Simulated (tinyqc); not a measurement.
# p-n diode with diffusion and depletion-layer recombination: two studies

Abrupt junction in the depletion approximation, low injection, full ionisation, neutral widths fixed, ohmic contact on the p side. Vj is the junction voltage; where a series resistance Rs is given, V = Vj + J Rs is the terminal voltage.

Inputs (values chosen for the exercise); band and dielectric values close to those of 4H silicon carbide:
```
symbol,value,unit,meaning
T,325,K,temperature
Eg,3.25,eV,band gap
eps_r,9.76,,relative permittivity
Nc,1.93e19,cm^-3,conduction-band density of states at T
Nv,2.82e19,cm^-3,valence-band density of states at T
Na,9.2e17,cm^-3,acceptor density
Nd,3.4e16,cm^-3,donor density
mun,220,cm^2/(V s),electron mobility in the p side
mup,100,cm^2/(V s),hole mobility in the n side
tn,5e-8,s,electron lifetime
tp,7e-6,s,hole lifetime
wp,0.61,um,neutral width of the p side
wn,5.4,um,neutral width of the n side
Sp,1e7,cm/s,recombination velocity at the n contact
Rs,0.0099,ohm cm^2,series resistance
Et,0,eV,trap level above the intrinsic level
Vj,1.97,V,junction voltage at which recombination is evaluated
```

Constants: q = 1.602176634e-19 C, kB = 1.380649e-23 J/K, Vt = kB T/q, eps0 = 8.8541878128e-14 F/cm where lengths are in cm. Results are converted to the units shown.

Each table varies one quantity; the others keep the values above.

## Currents and ideality against junction voltage

ni = sqrt(Nc Nv) exp(-Eg/(2 Vt)), Eg in volts; D = mu Vt; Ln = sqrt(Dn tn), Lp = sqrt(Dp tp); J0n = q ni^2 Dn coth(wp/Ln)/(Ln Na); J0p = (q ni^2 Dp/(Lp Nd)) (s + tanh(wn/Lp))/(1 + s tanh(wn/Lp)), s = Sp Lp/Dp. J_diff = (J0n + J0p)(exp(Vj/Vt) - 1). Vbi = Vt ln(Na Nd/ni^2), W = sqrt(2 eps0 eps_r (Vbi - Vj)(1/Na + 1/Nd)/q), xp = W Nd/(Na + Nd), xn = W Na/(Na + Nd); u(x) = q Na (x + xp)^2/(2 eps0 eps_r) for x < 0 and Vbi - Vj - q Nd (xn - x)^2/(2 eps0 eps_r) for x > 0; p = Na exp(-u/Vt), n = Nd exp((u - Vbi + Vj)/Vt); U = ni^2 (exp(Vj/Vt) - 1)/(tp (n + ni exp(Et/Vt)) + tn (p + ni exp(-Et/Vt))); J_scr = q times the integral of U from -xp to xn. J = J_diff + J_scr. Ideality = (1/Vt) dVj/d ln J or (1/Vt) dV/d ln J; last column ni^2 exp(Vj/Vt)/N^2.

Currents and ideality against junction voltage:
```
Vj (V),J_diff (A/cm^2),J_scr (A/cm^2),J (A/cm^2),V (V),ideality against Vj,ideality against V,"minority/doping, lighter side"
0.74,2.745e-32,8.015e-20,8.015e-20,0.7400,1.976,1.976,5.627e-34
1,2.954e-28,8.833e-18,8.833e-18,1.000,1.973,1.973,6.054e-30
1.26,3.179e-24,9.818e-16,9.818e-16,1.260,1.969,1.969,6.515e-26
1.52,3.420e-20,1.103e-13,1.103e-13,1.520,1.963,1.963,7.010e-22
1.78,3.681e-16,1.259e-11,1.259e-11,1.780,1.956,1.956,7.543e-18
2.03,2.771e-12,1.224e-9,1.227e-9,2.030,1.940,1.940,5.679e-14
2.29,2.982e-8,1.482e-7,1.780e-7,2.290,1.667,1.667,6.111e-10
2.55,3.209e-4,1.932e-5,3.402e-4,2.550,1.027,1.027,6.576e-6
2.81,3.452,0.003036,3.455,2.844,1.000,2.222,0.07076
```

The ideality against Vj falls from 1.98 to 1.00. Diffusion overtakes recombination in the layer between Vj = 2.29 and 2.55 V. J_scr alone has an ideality of 1.97 between the first two rows and 1.84 between the last two. From Vj = 2.81 V the series resistance raises the terminal ideality by over a tenth; there J Rs = 1.2 Vt.

## Effect of the hole lifetime

Same model as above.

J = J_diff + J_scr.

The same in every row: J0n (A/cm^2) = 3.846e-44.

Results:
```
tp (s),J0p (A/cm^2),J_diff (A/cm^2),J_scr (A/cm^2),J_scr/J (%),wn/Lp
1e-10,1.717e-42,6.213e-12,1.288e-7,100.0,32.27
1e-9,5.431e-43,2.058e-12,3.904e-8,99.99,10.20
1e-8,1.723e-43,7.457e-13,1.187e-8,99.99,3.227
1e-7,7.051e-44,3.856e-13,3.619e-9,99.99,1.020
1e-5,5.338e-44,3.250e-13,3.390e-10,99.90,0.1020
0.0001,5.322e-44,3.244e-13,1.041e-10,99.69,0.03227
```

Estimate the missing row, tp = 1e-6 s.

Computed row:
```
tp (s),J0p (A/cm^2),J_diff (A/cm^2),J_scr (A/cm^2),J_scr/J (%),wn/Lp
1e-6,5.503e-44,3.308e-13,1.106e-9,99.97,0.3227
```

With this row back in the table: As tp goes from 1e-10 to 0.0001, J0p falls from 1.72e-42 to 5.32e-44 A/cm^2, J_scr falls from 1.29e-7 to 1.04e-10 A/cm^2 and its share stays near 99.9 %. J0p goes as tp^(-0.50) at the start and tp^(0.00) at the end.

Program tinyqc, `OMP_NUM_THREADS=1 python tinyqc.py 2260108 2260109 out.jsonl`; Intel Xeon 2.30GHz, shared host, one thread, about 0.01 s.
